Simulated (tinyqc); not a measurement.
Born-von Karman spring model of a cubic crystal with one atom per cell: one step, computed by the program tinyqc. Command: `OMP_NUM_THREADS=1 python tinyqc.py 3010585 3010586 out.jsonl springs walk`. One thread of a shared host (Intel(R) Xeon(R) Processor @ 2.30GHz), about 0.2 s of CPU time with the checks.

First neighbours lie at a/2 (1,1,0) (12 of them), second at a (1,0,0) (6), with all permutations and signs; the volume per atom is Omega = a^3/4. Two shells of springs match a real metal only roughly, above all at the zone boundary.

Problem. Frequencies at the zone boundary. A neighbour at R with unit vector n couples by the matrix K(R) = kL n n^T + kT (1 - n n^T), and D(q) = (1/M) sum_R K(R) [1 - cos(q.R)]. An eigenvalue lambda of D in eV/(angstrom^2 u) gives nu = 15.6333042 THz x sqrt(lambda).

Inputs (values chosen for the exercise, modelled on gold):
```
quantity,value,unit
atomic mass M,196.97,u
radial spring k1L,2.28,eV/angstrom^2
transverse spring k1T,-0.32,eV/angstrom^2
radial spring k2L,0.24,eV/angstrom^2
transverse spring k2T,-0.072,eV/angstrom^2
```

Lattice: fcc.

Constants: nu for 1 eV/(angstrom^2 u) = 15.6333042 THz.

Give: Frequencies (THz) at points given in 2 pi/a.

Solution.

Frequencies (THz) at points given in 2 pi/a:
```
point,nu 1,nu 2,nu 3
"X (1, 0, 0)",2.5596,2.5596,4.4109
"L (0.5, 0.5, 0.5)",1.4710,1.4710,4.6390
"W (1, 0.5, 0)",2.7826,3.5562,3.5562
"K (0.75, 0.75, 0)",2.2836,3.4157,3.9313
```
